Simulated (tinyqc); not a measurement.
Hubbard ring of 4 sites, step by step. One step of it, computed by the program tinyqc.

Task: Mean-field iteration 1. H(up) = T + U n(down), H(down) = T + U n(up); fill the lowest levels; n(new) = n + mixing (n(out) - n); E = tr T (rho up + rho down) + U sum n_up n_down of the output.

one-body matrix (hopping and site energies) (eV), order 1, 2, 3, 4:
```
[[0.000000, -1.670000, 0.000000, -1.670000],
 [-1.670000, 0.000000, -1.670000, 0.000000],
 [0.000000, -1.670000, 0.000000, -1.670000],
 [-1.670000, 0.000000, -1.670000, 0.000000]]
```

U = 4.500000 eV

electrons, up and down: [2, 2]

mixing = 0.500000

n(up) at the start (a guess, not normalised): [0.550000, 0.450000, 0.550000, 0.450000]

n(down) at the start (a guess): [0.450000, 0.550000, 0.450000, 0.550000]

Give: levels, up; levels, down; energy; n(up) after iteration 1; n(down) after iteration 1.

Result:

levels, up (eV): [-1.0976, 2.0250, 2.4750, 5.5976]

levels, down (eV): [-1.0976, 2.0250, 2.4750, 5.5976]

energy = -3.4462 eV

n(up) after iteration 1: [0.6584, 0.3416, 0.6584, 0.3416]

n(down) after iteration 1: [0.3416, 0.6584, 0.3416, 0.6584]
